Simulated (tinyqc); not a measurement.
Thin-body transistor below threshold, two-dimensional Poisson equation on a small mesh: course of the iteration: over-relaxation sweep (omega = 1.97).

A thin body on a thick buried insulator of low permittivity, taken as carrying no normal field at the bottom of the body (row 0). Mobile charge is neglected (subthreshold), the body is fully depleted, and potentials are counted from the intrinsic level; rows run upward to the gate, columns from source to drain.

Mesh: rows i = 0..2 in the semiconductor (step hs = tb/2, row 2 on the interface), then 1 step(s) ho = tox/1 up to the gate row 3; columns j = 0..4 (step hy = L/4). Box integration, divided by eps0: up_i = eps hy/h of the interval above row i, dn_i = that of the interval below (0 for row 0), lat_i = (sum of eps h/2 over the intervals above and below)/hy, s_i = -q Na w_i hy/eps0 with w_i the semiconductor height of the box (hs/2 for row 0 and the interface row, hs between, 0 in the insulator). Each free node obeys (up + dn + 2 lat) psi = up psi(above) + dn psi(below) + lat [psi(left) + psi(right)] + s.

Free nodes: rows 0..2, columns 1..3, taken row by row from row 0, left to right. t = (up psi(above) + dn psi(below) + lat [psi(left) + psi(right)] + s)/(up + dn + 2 lat), with the newest neighbours; psi(new) = psi + 1.97 (t - psi).

Stop when the largest change of psi is below 1e-7 V, or after 25 iterations. Fixed values: gate row Vg - Vfb; column 0 at Vbi and the last column at Vbi + Vd in the semiconductor, each running linearly to Vg - Vfb across the insulator.

Parameters, values chosen for the exercise; semiconductor permittivity close to that of gallium nitride:
```
symbol   value   unit                                     meaning
eps_r     9.53         relative permittivity of the semiconductor
eox         22             relative permittivity of the insulator
tb           6     nm                              body thickness
tox        4.3     nm                         insulator thickness
L           24     nm                              channel length
Na      2.1e17  cm^-3       acceptor density of the depleted body
Vbi       0.56      V                     potential of the source
Vfb       0.15      V                                 gate offset
Vg           0      V                                gate voltage
Vd         0.3      V                               drain voltage
```

Constants: q = 1.602176634e-19 C, eps0 = 8.8541878128e-14 F/cm where lengths are in cm. Results are converted to the units shown.

psi at the start (fixed values on the edges, free nodes linear between source and drain columns) (V):
```
             j=0        j=1        j=2        j=3        j=4
row 0   0.560000   0.635000   0.710000   0.785000   0.860000
row 1   0.560000   0.635000   0.710000   0.785000   0.860000
row 2   0.560000   0.635000   0.710000   0.785000   0.860000
row 3  -0.150000  -0.150000  -0.150000  -0.150000  -0.150000
```

```
row       up     dn      lat       s (V)
0      19.06      0  2.38250  -0.0341998
1      19.06  19.06    4.765  -0.0683996
2    30.6977  19.06  10.2658  -0.0341998
```

Course of the iteration:
```
iteration  psi at row 0, j = 2 (V)  largest |change| of one entry (V)
1                         0.706615                               1.08
2                         0.697819                               1.02
3                        -0.797710                               1.89
4                        -0.416080                               1.66
5                         0.350665                               1.03
6                         0.749655                              0.738
7                         0.604880                               1.63
8                        -0.816088                               1.42
9                        -0.158120                               1.02
...                            ...                                ...
17                      -0.0514980                               1.02
18                       -0.175040                              0.745
19                       -0.378655                              0.645
20                        0.443143                               1.07
21                        0.570231                               1.02
22                        0.128472                              0.548
23                       -0.216679                              0.423
24                       -0.344888                              0.605
25                        0.561214                              0.906
```

Did this iteration meet its convergence test, and what does its course show?

No. Not converged within 25 iterations. The largest change wanders without falling. Above the best omega (1.26 here, from the Jacobi spectral radius 0.805) the error shrinks by omega - 1 = 0.97 a sweep at best. A rerun with over-relaxation at omega = 1.26 converges in 15 iterations.

Numbers from tinyqc (`OMP_NUM_THREADS=1 python tinyqc.py 2480113 2480114 out.jsonl`; about 0.2 s on one thread of a shared Intel Xeon 2.30GHz).
